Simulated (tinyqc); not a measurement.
Inside a calculation. Method: RKS/B3LYP (VWN-RPA form) in the sto-6g basis, for B+, spin multiplicity 1. Computed by tinyqc, a small Python program that keeps every step (integrals from PySCF). Settings: charge = 1, multiplicity = 1, basis = sto-6g, energy threshold = 1e-09, iteration cap = 89, orthogonalisation = canonical, start = atomic densities, DIIS depth = 8, method = RKS, functional = b3lyp, grid = [20, 86]. Command: `OMP_NUM_THREADS=1 python tinyqc.py 26568 26569 out.jsonl` (the two numbers bound the seeds that draw the settings). One thread of a shared host (Intel(R) Xeon(R) Processor @ 2.60GHz), about 0.2 s of CPU time with the checks. Later iterations appear only in the table of the cycle.

## One-electron integrals

Geometry (angstrom):
```
atom         x         y         z
B     0.000000  0.000000  0.000000
```

Basis sto-6g: exponents (1/bohr^2) and contraction coefficients of normalised primitives:
```
element  l (shell)    exponent  coefficient
B            s (1)  506.011147     0.009164
B            s (1)   92.776814     0.049362
B            s (1)   25.955658     0.168538
B            s (1)    8.916445     0.370563
B            s (1)    3.462507     0.416492
B            s (1)    1.426054     0.130334
B            s (2)   23.194575    -0.013253
B            s (2)    4.590810    -0.046992
B            s (2)    1.426819    -0.033785
B            s (2)    0.548948     0.250242
B            s (2)    0.238410     0.595117
B            s (2)    0.109280     0.240706
B            p (3)   23.194575     0.003760
B            p (3)    4.590810     0.037679
B            p (3)    1.426819     0.173897
B            p (3)    0.548948     0.418036
B            p (3)    0.238410     0.425859
B            p (3)    0.109280     0.101708
```

Overlap, kinetic and nuclear-attraction integrals over the contracted functions; the nuclear repulsion is the sum of Za Zb / Rab.

nuclear repulsion = 0 hartree

overlap S:
```
           1B 1s     1B 2s    1B 2px    1B 2py    1B 2pz
1B 1s   1.000000  0.264891  0.000000  0.000000  0.000000
1B 2s   0.264891  1.000000  0.000000  0.000000  0.000000
1B 2px  0.000000  0.000000  1.000000  0.000000  0.000000
1B 2py  0.000000  0.000000  0.000000  1.000000  0.000000
1B 2pz  0.000000  0.000000  0.000000  0.000000  1.000000
```

kinetic energy T (hartree):
```
            1B 1s      1B 2s    1B 2px    1B 2py    1B 2pz
1B 1s   10.947243  -0.333880  0.000000  0.000000  0.000000
1B 2s   -0.333880   0.374498  0.000000  0.000000  0.000000
1B 2px   0.000000   0.000000  1.125026  0.000000  0.000000
1B 2py   0.000000   0.000000  0.000000  1.125026  0.000000
1B 2pz   0.000000   0.000000  0.000000  0.000000  1.125026
```

nuclear attraction V (hartree):
```
             1B 1s      1B 2s     1B 2px     1B 2py     1B 2pz
1B 1s   -23.391721  -2.744189   0.000000   0.000000   0.000000
1B 2s    -2.744189  -3.750146   0.000000   0.000000   0.000000
1B 2px    0.000000   0.000000  -3.749977   0.000000   0.000000
1B 2py    0.000000   0.000000   0.000000  -3.749977   0.000000
1B 2pz    0.000000   0.000000   0.000000   0.000000  -3.749977
```

core Hamiltonian H = T + V (hartree):
```
             1B 1s      1B 2s     1B 2px     1B 2py     1B 2pz
1B 1s   -12.444477  -3.078069   0.000000   0.000000   0.000000
1B 2s    -3.078069  -3.375648   0.000000   0.000000   0.000000
1B 2px    0.000000   0.000000  -2.624950   0.000000   0.000000
1B 2py    0.000000   0.000000   0.000000  -2.624950   0.000000
1B 2pz    0.000000   0.000000   0.000000   0.000000  -2.624950
```

## Two-electron integrals

Functions are numbered as in S; the eight-fold symmetry (ij|kl) = (ji|kl) = (kl|ij) leaves the list below.

Two-electron integrals (ij|kl) in chemists' order, unique and non-zero (hartree):
```
(11|11) 2.924993   (21|11) 0.480756   (21|21) 0.099484   (22|11) 0.743449
(22|21) 0.188967   (22|22) 0.544922   (31|31) 0.021096   (32|31) 0.030854
(32|32) 0.120443   (33|11) 0.743450   (33|21) 0.188967   (33|22) 0.544922
(33|33) 0.587109   (41|41) 0.021096   (42|41) 0.030854   (42|42) 0.120443
(43|43) 0.031641   (44|11) 0.743450   (44|21) 0.188967   (44|22) 0.544922
(44|33) 0.523827   (44|44) 0.587109   (51|51) 0.021096   (52|51) 0.030854
(52|52) 0.120443   (53|53) 0.031641   (54|54) 0.031641   (55|11) 0.743450
(55|21) 0.188967   (55|22) 0.544922   (55|33) 0.523827   (55|44) 0.523827
(55|55) 0.587109
```

## Orthogonalisation

S = U s U^T; canonical form X = U s^(-1/2), so that X^T S X = 1. Each column of U has its largest component positive (the first on a tie).

eigenvalues of S: 0.735109  1.000000  1.000000  1.000000  1.264891

X:
```
                1         2         3         4         5
1B 1s    0.824725  0.000000  0.000000  0.000000  0.628722
1B 2s   -0.824725  0.000000  0.000000  0.000000  0.628722
1B 2px   0.000000  1.000000  0.000000  0.000000  0.000000
1B 2py   0.000000  0.000000  1.000000  0.000000  0.000000
1B 2pz   0.000000  0.000000  0.000000  1.000000  0.000000
```

Within a degenerate level the vectors are fixed only up to a rotation; this is one choice.

## Starting guess

The start is atomic minimal-basis densities projected into this basis (PySCF's MINAO start) and scaled to the electron count of each spin; this density is not idempotent, so its energy is not variational and may lie below the converged one.

D at the start:
```
            1B 1s      1B 2s    1B 2px    1B 2py    1B 2pz
1B 1s    1.745157  -0.454760  0.000000  0.000000  0.000000
1B 2s   -0.454760   1.724682  0.000000  0.000000  0.000000
1B 2px   0.000000   0.000000  0.257028  0.000000  0.000000
1B 2py   0.000000   0.000000  0.000000  0.257028  0.000000
1B 2pz   0.000000   0.000000  0.000000  0.000000  0.257028
```

## Iteration 1: exchange-correlation on the grid

Becke grid with 20 radial and 86 angular points per atom, points of zero weight dropped. rho = sum D_ij phi_i phi_j; V_xc,ij = sum w v_xc phi_i phi_j plus the gradient terms; v_xc is d(rho eps)/d rho at fixed gradient. Exact exchange is left to K.

The 16 grid points with the largest w rho, of 1720 (bohr, atomic units):
```
x                  y          z         w       rho  |grad rho|^2     eps_xc       v_xc
-0.871542  -0.871542  -0.871542  0.150994  0.048861      0.006351  -0.269285  -0.319725
0.871542   -0.871542   0.871542  0.150994  0.048861      0.006351  -0.269285  -0.319725
0.871542    0.871542  -0.871542  0.150994  0.048861      0.006351  -0.269285  -0.319725
-0.871542  -0.871542   0.871542  0.150994  0.048861      0.006351  -0.269285  -0.319725
-0.871542   0.871542   0.871542  0.150994  0.048861      0.006351  -0.269285  -0.319725
0.871542   -0.871542  -0.871542  0.150994  0.048861      0.006351  -0.269285  -0.319725
0.871542    0.871542   0.871542  0.150994  0.048861      0.006351  -0.269285  -0.319725
-0.871542   0.871542  -0.871542  0.150994  0.048861      0.006351  -0.269285  -0.319725
-1.048165   0.285402  -1.048165  0.150141  0.048861      0.006351  -0.269285  -0.319725
1.048165    0.285402  -1.048165  0.150141  0.048861      0.006351  -0.269285  -0.319725
0.285402   -1.048165   1.048165  0.150141  0.048861      0.006351  -0.269285  -0.319725
1.048165   -0.285402  -1.048165  0.150141  0.048861      0.006351  -0.269285  -0.319725
-1.048165  -1.048165  -0.285402  0.150141  0.048861      0.006351  -0.269285  -0.319725
-0.285402  -1.048165   1.048165  0.150141  0.048861      0.006351  -0.269285  -0.319725
1.048165   -1.048165  -0.285402  0.150141  0.048861      0.006351  -0.269285  -0.319725
-1.048165  -0.285402  -1.048165  0.150141  0.048861      0.006351  -0.269285  -0.319725
```

electrons on the grid, sum of w rho = 4.000043

E_xc = sum of w rho eps_xc = -2.50619908 hartree

V_xc (hartree):
```
            1B 1s      1B 2s     1B 2px     1B 2py     1B 2pz
1B 1s   -1.455711  -0.201451   0.000000   0.000000   0.000000
1B 2s   -0.201451  -0.334820   0.000000   0.000000   0.000000
1B 2px   0.000000   0.000000  -0.334835   0.000000   0.000000
1B 2py   0.000000   0.000000   0.000000  -0.334835   0.000000
1B 2pz   0.000000   0.000000   0.000000   0.000000  -0.334835
```

## Iteration 1: building the Kohn-Sham matrix

J_ij = sum D_kl (ij|kl), K_ij = sum D_kl (ik|jl); F = H + J - 0.1 K + V_xc; E = tr D H + tr D J / 2 - 0.05 tr D K + E_xc + E_nn.

Coulomb J (hartree):
```
           1B 1s     1B 2s    1B 2px    1B 2py    1B 2pz
1B 1s   6.522792  1.220129  0.000000  0.000000  0.000000
1B 2s   1.220129  2.485566  0.000000  0.000000  0.000000
1B 2px  0.000000  0.000000  2.485565  0.000000  0.000000
1B 2py  0.000000  0.000000  0.000000  2.485565  0.000000
1B 2pz  0.000000  0.000000  0.000000  0.000000  2.485565
```

exchange K (hartree):
```
           1B 1s     1B 2s    1B 2px    1B 2py    1B 2pz
1B 1s   4.855161  0.805361  0.000000  0.000000  0.000000
1B 2s   0.805361  1.034436  0.000000  0.000000  0.000000
1B 2px  0.000000  0.000000  0.383648  0.000000  0.000000
1B 2py  0.000000  0.000000  0.000000  0.383648  0.000000
1B 2pz  0.000000  0.000000  0.000000  0.000000  0.383648
```

Kohn-Sham matrix F (hartree):
```
            1B 1s      1B 2s     1B 2px     1B 2py     1B 2pz
1B 1s   -7.862912  -2.139927   0.000000   0.000000   0.000000
1B 2s   -2.139927  -1.328346   0.000000   0.000000   0.000000
1B 2px   0.000000   0.000000  -0.512586   0.000000   0.000000
1B 2py   0.000000   0.000000   0.000000  -0.512586   0.000000
1B 2pz   0.000000   0.000000   0.000000   0.000000  -0.512586
```

total energy of this density = -21.52272313 hartree

This density is the starting one; it is not idempotent, so its energy is not variational and may lie below the converged one.

## Iteration 1: diagonalisation and new density

Diagonalise F' = X^T F X, C = X C', fill 2 alpha and 2 beta electrons from the bottom; D = 2 C_occ C_occ^T. Each column has its largest component positive (the first on a tie).

F' = X^T F X (hartree):
```
           1          2          3          4          5
1  -3.340597   0.000000   0.000000   0.000000  -3.388320
2   0.000000  -0.512586   0.000000   0.000000   0.000000
3   0.000000   0.000000  -0.512586   0.000000   0.000000
4   0.000000   0.000000   0.000000  -0.512586   0.000000
5  -3.388320   0.000000   0.000000   0.000000  -5.325007
```

orbital energies (hartree): MO1 -7.863409, MO2 -0.802196, MO3 -0.512586, MO4 -0.512586, MO5 -0.512586

coefficients C:
```
             MO1        MO2       MO3        MO4        MO5
1B 1s   0.997661  -0.283082  0.000000   0.000000   0.000000
1B 2s   0.008698   1.037009  0.000000   0.000000   0.000000
1B 2px  0.000000   0.000000  0.999941   0.000000  -0.010832
1B 2py  0.000000   0.000000  0.000379   0.999388   0.034967
1B 2pz  0.000000   0.000000  0.010825  -0.034969   0.999330
```

D after iteration 1:
```
            1B 1s      1B 2s    1B 2px    1B 2py    1B 2pz
1B 1s    2.150925  -0.569761  0.000000  0.000000  0.000000
1B 2s   -0.569761   2.150925  0.000000  0.000000  0.000000
1B 2px   0.000000   0.000000  0.000000  0.000000  0.000000
1B 2py   0.000000   0.000000  0.000000  0.000000  0.000000
1B 2pz   0.000000   0.000000  0.000000  0.000000  0.000000
```

Within a degenerate level the vectors are fixed only up to a rotation; this is one choice.

## Iteration 2: exchange-correlation on the grid

As before.

The 16 grid points with the largest w rho, of 1720 (bohr, atomic units):
```
x                  y          z         w       rho  |grad rho|^2     eps_xc       v_xc
-0.125682   0.125682  -0.125682  0.000823  8.864911   7121.084740  -1.406676  -1.608209
0.125682   -0.125682  -0.125682  0.000823  8.864911   7121.084740  -1.406676  -1.608209
0.125682    0.125682  -0.125682  0.000823  8.864911   7121.084740  -1.406676  -1.608209
-0.125682  -0.125682  -0.125682  0.000823  8.864911   7121.084740  -1.406676  -1.608209
0.125682    0.125682   0.125682  0.000823  8.864911   7121.084740  -1.406676  -1.608209
-0.125682   0.125682   0.125682  0.000823  8.864911   7121.084740  -1.406676  -1.608209
0.125682   -0.125682   0.125682  0.000823  8.864911   7121.084740  -1.406676  -1.608209
-0.125682  -0.125682   0.125682  0.000823  8.864911   7121.084740  -1.406676  -1.608209
0.151152    0.151152   0.041157  0.000819  8.864911   7121.084740  -1.406676  -1.608209
-0.041157  -0.151152   0.151152  0.000819  8.864911   7121.084740  -1.406676  -1.608209
0.041157   -0.151152  -0.151152  0.000819  8.864911   7121.084740  -1.406676  -1.608209
0.041157   -0.151152   0.151152  0.000819  8.864911   7121.084740  -1.406676  -1.608209
-0.151152   0.151152   0.041157  0.000819  8.864911   7121.084740  -1.406676  -1.608209
0.151152   -0.151152  -0.041157  0.000819  8.864911   7121.084740  -1.406676  -1.608209
-0.041157   0.151152  -0.151152  0.000819  8.864911   7121.084740  -1.406676  -1.608209
-0.151152   0.041157  -0.151152  0.000819  8.864911   7121.084740  -1.406676  -1.608209
```

electrons on the grid, sum of w rho = 4.000053

E_xc = sum of w rho eps_xc = -2.95337352 hartree

V_xc (hartree):
```
            1B 1s      1B 2s     1B 2px     1B 2py     1B 2pz
1B 1s   -1.538169  -0.207756   0.000000   0.000000   0.000000
1B 2s   -0.207756  -0.323311   0.000000   0.000000   0.000000
1B 2px   0.000000   0.000000  -0.323336   0.000000   0.000000
1B 2py   0.000000   0.000000   0.000000  -0.323336   0.000000
1B 2pz   0.000000   0.000000   0.000000   0.000000  -0.323336
```

## Iteration 2: building the Kohn-Sham matrix

As before.

Coulomb J (hartree):
```
           1B 1s     1B 2s    1B 2px    1B 2py    1B 2pz
1B 1s   7.342713  1.327159  0.000000  0.000000  0.000000
1B 2s   1.327159  2.555859  0.000000  0.000000  0.000000
1B 2px  0.000000  0.000000  2.555858  0.000000  0.000000
1B 2py  0.000000  0.000000  0.000000  2.555858  0.000000
1B 2pz  0.000000  0.000000  0.000000  0.000000  2.555858
```

exchange K (hartree):
```
           1B 1s     1B 2s    1B 2px    1B 2py    1B 2pz
1B 1s   5.957592  0.960252  0.000000  0.000000  0.000000
1B 2s   0.960252  1.170739  0.000000  0.000000  0.000000
1B 2px  0.000000  0.000000  0.269280  0.000000  0.000000
1B 2py  0.000000  0.000000  0.000000  0.269280  0.000000
1B 2pz  0.000000  0.000000  0.000000  0.000000  0.269280
```

Kohn-Sham matrix F (hartree):
```
            1B 1s      1B 2s     1B 2px     1B 2py     1B 2pz
1B 1s   -7.235693  -2.054691   0.000000   0.000000   0.000000
1B 2s   -2.054691  -1.260175   0.000000   0.000000   0.000000
1B 2px   0.000000   0.000000  -0.419356   0.000000   0.000000
1B 2py   0.000000   0.000000   0.000000  -0.419356   0.000000
1B 2pz   0.000000   0.000000   0.000000   0.000000  -0.419356
```

total energy of this density = -24.29628090 hartree

## Iteration 2: DIIS over 2 matrices

error matrix X^T (FDS - SDF) X:
```
          1         2         3         4         5
1  0.000000  0.000000  0.000000  0.000000  0.000000
2  0.000000  0.000000  0.000000  0.000000  0.000000
3  0.000000  0.000000  0.000000  0.000000  0.000000
4  0.000000  0.000000  0.000000  0.000000  0.000000
5  0.000000  0.000000  0.000000  0.000000  0.000000
```

B (overlaps of the stored error matrices):
```
               1              2
1  3.3674691e-04  0.0000000e+00
2  0.0000000e+00  0.0000000e+00
```

Minimise |sum c_i e_i|^2 with sum c_i = 1: solve [B -1; -1 0][c; lambda] = [0; -1] with B_ij = tr e_i^T e_j, and take F = sum c_i F_i.

DIIS coefficients: 0.000000  1.000000

extrapolated F (hartree):
```
            1B 1s      1B 2s     1B 2px     1B 2py     1B 2pz
1B 1s   -7.235693  -2.054691   0.000000   0.000000   0.000000
1B 2s   -2.054691  -1.260175   0.000000   0.000000   0.000000
1B 2px   0.000000   0.000000  -0.419356   0.000000   0.000000
1B 2py   0.000000   0.000000   0.000000  -0.419356   0.000000
1B 2pz   0.000000   0.000000   0.000000   0.000000  -0.419356
```

## Iteration 2: diagonalisation and new density

As before.

F' = X^T F X (hartree):
```
           1          2          3          4          5
1  -2.983563   0.000000   0.000000   0.000000  -3.098441
2   0.000000  -0.419356   0.000000   0.000000   0.000000
3   0.000000   0.000000  -0.419356   0.000000   0.000000
4   0.000000   0.000000   0.000000  -0.419356   0.000000
5  -3.098441   0.000000   0.000000   0.000000  -4.982740
```

orbital energies (hartree): MO1 -7.238841, MO2 -0.727462, MO3 -0.419356, MO4 -0.419356, MO5 -0.419356

coefficients C:
```
             MO1        MO2       MO3        MO4        MO5
1B 1s   0.993718  -0.296625  0.000000   0.000000   0.000000
1B 2s   0.022802   1.036794  0.000000   0.000000   0.000000
1B 2px  0.000000   0.000000  0.042616  -0.040042   0.998289
1B 2py  0.000000   0.000000  0.168175   0.985227   0.032339
1B 2pz  0.000000   0.000000  0.984836  -0.166509  -0.048721
```

D after iteration 2:
```
            1B 1s      1B 2s    1B 2px    1B 2py    1B 2pz
1B 1s    2.150925  -0.569761  0.000000  0.000000  0.000000
1B 2s   -0.569761   2.150925  0.000000  0.000000  0.000000
1B 2px   0.000000   0.000000  0.000000  0.000000  0.000000
1B 2py   0.000000   0.000000  0.000000  0.000000  0.000000
1B 2pz   0.000000   0.000000  0.000000  0.000000  0.000000
```

Within a degenerate level the vectors are fixed only up to a rotation; this is one choice.

## Iteration 3 (converged): orbitals

converged F (hartree):
```
            1B 1s      1B 2s     1B 2px     1B 2py     1B 2pz
1B 1s   -7.235693  -2.054691   0.000000   0.000000   0.000000
1B 2s   -2.054691  -1.260175   0.000000   0.000000   0.000000
1B 2px   0.000000   0.000000  -0.419356   0.000000   0.000000
1B 2py   0.000000   0.000000   0.000000  -0.419356   0.000000
1B 2pz   0.000000   0.000000   0.000000   0.000000  -0.419356
```

As before.

F' = X^T F X (hartree):
```
           1          2          3          4          5
1  -2.983563   0.000000   0.000000   0.000000  -3.098441
2   0.000000  -0.419356   0.000000   0.000000   0.000000
3   0.000000   0.000000  -0.419356   0.000000   0.000000
4   0.000000   0.000000   0.000000  -0.419356   0.000000
5  -3.098441   0.000000   0.000000   0.000000  -4.982740
```

orbital energies (hartree): MO1 -7.238841, MO2 -0.727462, MO3 -0.419356, MO4 -0.419356, MO5 -0.419356

coefficients C:
```
             MO1        MO2        MO3        MO4        MO5
1B 1s   0.993718  -0.296625   0.000000   0.000000   0.000000
1B 2s   0.022802   1.036794   0.000000   0.000000   0.000000
1B 2px  0.000000   0.000000  -0.256790   0.252984   0.932769
1B 2py  0.000000   0.000000   0.713430  -0.601460   0.359533
1B 2pz  0.000000   0.000000   0.651979   0.757790  -0.026038
```

D after iteration 3:
```
            1B 1s      1B 2s    1B 2px    1B 2py    1B 2pz
1B 1s    2.150925  -0.569761  0.000000  0.000000  0.000000
1B 2s   -0.569761   2.150925  0.000000  0.000000  0.000000
1B 2px   0.000000   0.000000  0.000000  0.000000  0.000000
1B 2py   0.000000   0.000000  0.000000  0.000000  0.000000
1B 2pz   0.000000   0.000000  0.000000  0.000000  0.000000
```

Within a degenerate level the vectors are fixed only up to a rotation; this is one choice.

## Convergence

Stop when the energy changes by less than 1e-09 hartree and every element of the error matrix X^T (F D S - S D F) X is below 9e-06.

Course of the cycle:
```
iteration   E (hartree)     change  largest element of the error matrix
1          -21.52272313          -                             1.30e-02
2          -24.29628090  -2.77e+00                             1.23e-15
3          -24.29628090   3.55e-15                             1.23e-15
```

PySCF RKS in the same basis, fine grid = -24.29604206 hartree

Converged in 3 iterations. The coarse grid moves the energy by -2.39e-04 hartree.

## Populations

Mulliken: Z minus the diagonal of D S on the atom; Loewdin: the same with S^(1/2) D S^(1/2).

Charges (e):
```
atom  Mulliken   Loewdin
1B    1.000000  1.000000
```
